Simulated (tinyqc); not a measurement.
What each parameter does: nanosheet or nanowire with hard walls, valleys of the Ge type.

Four ellipsoidal valleys along <111>: inverse mass tensor w = 1/mt + (1/ml - 1/mt) a a^T with a the unit axis. Device axes: x along the channel, z = [001], y = z x x. The Gamma and Delta valleys are left out; the heavy Delta valleys, about 0.18 eV up, lie lowest once the L levels pass about 0.2 eV.

Hard walls around a W x H rectangle. The block w_c of w in (y, z) confines; the transport mass follows from 1/m_x = w_xx - w_xc w_c^-1 w_cx. The cross-section problem c (w_yy ky^2 + 2 w_yz ky kz + w_zz kz^2), c = hbar^2/2m0, is solved in products sin(n pi y/W) sin(l pi z/H), n, l = 1 to 12; if w_yz = 0 the levels are c pi^2 (w_yy n^2/W^2 + w_zz l^2/H^2). The w_yz term couples (n, l) to (n', l') by -2 c w_yz D_nn'(W) D_ll'(H) with D_nm(L) = 4 n m/(L (n^2 - m^2)) for n + m odd and 0 otherwise.

Without degeneracy the line density is N1 exp((EF - Ec)/kB T) with N1 = sum 2 g sqrt(m_x kB T/(4 pi c)) exp(-E/kB T), here over n, l up to 80 where w_yz = 0 and over all levels of a 12 x 12 sine basis otherwise; the classical value is W H Nc with Nc = 2 g_all (m_dos kB T/(4 pi c))^(3/2), m_dos = (ml mt^2)^(1/3); dVt = kB T ln(W H Nc/N1).

Constants: hbar^2/2m0 = 3.80998211 eV angstrom^2; kB = 8.617333262e-05 eV/K.

Values chosen for the exercise (near those of Ge; the results hold for these values, not for the real material): ml = 1.614 m0 (longitudinal mass); mt = 0.083 m0 (transverse mass); T = 300 K (temperature); g_all = 4 (number of valleys); channel = 100 (transport direction x on a (001) wafer); W = 40 angstrom (width, along y); H = 52 angstrom (height, along z = [001]).

E1 and E2 are the two lowest subband edges over all groups.

Results for these values:

| case | E1 (eV) | E2 - E1 (meV) | m_x of lowest (m0) | dVt (mV) |
|---|---|---|---|---|
| base | 0.2951 | 285.6 | 0.593 | 246.7 |

What happens to each result for ml = 1.775 m0, all else kept?

Answer: E1 falls from 0.2951 to 0.2942; E2 - E1 falls from 285.6 to 284.2; m_x of lowest rises from 0.593 to 0.647; dVt falls from 246.7 to 245.9.

The same for each parameter in turn:

| case | E1 (eV) | E2 - E1 (meV) | m_x of lowest (m0) | dVt (mV) |
|---|---|---|---|---|
| base | 0.2951 | 285.6 | 0.593 | 246.7 |
| W = 55 angstrom | 0.2072 | 235.4 | 0.593 | 167.0 |
| H = 46 angstrom | 0.3249 | 352.8 | 0.593 | 273.3 |
| T = 270 K | 0.2951 | 285.6 | 0.593 | 249.1 |
| ml = 1.775 m0 | 0.2942 | 284.2 | 0.647 | 245.9 |
| mt = 0.091 m0 | 0.2700 | 261.9 | 0.599 | 223.9 |

Computed by tinyqc, a small Python program: `OMP_NUM_THREADS=1 python tinyqc.py 1250383 1250384 out.jsonl` (the numbers bound the seed that draws the inputs); one thread of a shared host (Intel(R) Xeon(R) Processor @ 2.30GHz), about 0.1 s for the whole set of steps.
